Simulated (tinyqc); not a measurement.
Biaxially strained (001) channel, valley splitting in an inversion layer: effect of the inversion density.

A thin layer grown on a relaxed buffer is stretched in the plane. The two valleys with their long axis along the growth direction (D2) sink against the four in-plane ones (D4); confinement in a triangular well splits them too. Only the lowest subband of each set is kept; one relaxation time, so the weakening of intervalley scattering is left out.

e_par = b1 x, e_perp = -2 (c12/c11) e_par, splitting D = Xu (e_par - e_perp), in-plane stress (c11 + c12 - 2 c12^2/c11) e_par. Levels E(m) = 2.33811 (hbar^2 q^2 F^2/(2 m))^(1/3): E2 = E(ml), E4 = E(mt) + D; N2 = 2 mt kB T/(pi hbar^2), N4 = 4 sqrt(mt ml) kB T/(pi hbar^2). EF solves Ns = N2 ln(1 + exp((EF - E2)/Vt)) + N4 ln(1 + exp((EF - E4)/Vt)); f2 is the share in D2, and 1/mc = f2/mt + (1 - f2)(1/mt + 1/ml)/2. The gain is mc(x = 0)/mc.

Inputs (values chosen for the exercise); values close to those of silicon on relaxed silicon-germanium: temperature T = 300 K; germanium share of the relaxed buffer x = 0.3; lattice mismatch per unit x b1 = 0.0418; elastic constant c11 = 169 GPa; elastic constant c12 = 62.6 GPa; shear deformation potential Xu = 8.94 eV; longitudinal mass ml = 0.922 m0; transverse mass mt = 0.189 m0; confining field F = 1.08 MV/cm.

Constants: q = 1.602176634e-19 C, kB = 1.380649e-23 J/K, hbar = 1.054571817e-34 J s, m0 = 9.1093837015e-31 kg, Vt = kB T/q, hbar^2/(2 m0) = 0.0380998212 eV nm^2. Results are converted to the units shown.

The same in every row: D (meV) = 195.2.

Result of one run:
```
Ns (cm^-2)  f2 without strain     f2  mc (m0)   gain
2.8e12                 0.9572  1.000   0.1890  1.017
```

What becomes of these results when the inversion density Ns is changed from 2.8e12 to 1.4e12 cm^-2, all else the same?

Result of the changed run:
```
Ns (cm^-2)  f2 without strain     f2  mc (m0)   gain
1.4e12                 0.9638  1.000   0.1890  1.015
```

The whole series:
```
Ns (cm^-2)  f2 without strain      f2  mc (m0)   gain
2e11                   0.9685   1.000   0.1890  1.013
3.9e11                 0.9678   1.000   0.1890  1.013
7.5e11                 0.9664   1.000   0.1890  1.014
1.4e12                 0.9638   1.000   0.1890  1.015
2.8e12                 0.9572   1.000   0.1890  1.017
5.4e12                 0.9412   1.000   0.1890  1.024
1e13                   0.8987  0.9999   0.1890  1.042
2e13                   0.7650  0.9995   0.1890  1.103
```

As Ns goes from 2e11 to 2e13 cm^-2, f2 stays near 1.00 (without strain: it falls from 0.969 to 0.765) and the gain rises from 1.01 to 1.10. At Ns = 2e13 cm^-2 the second D2 subband, left out here, lies within 2 Vt of EF or below it.

Numbers from tinyqc (`OMP_NUM_THREADS=1 python tinyqc.py 2530019 2530020 out.jsonl`; about 0.01 s on one thread of a shared Intel Xeon 2.30GHz).
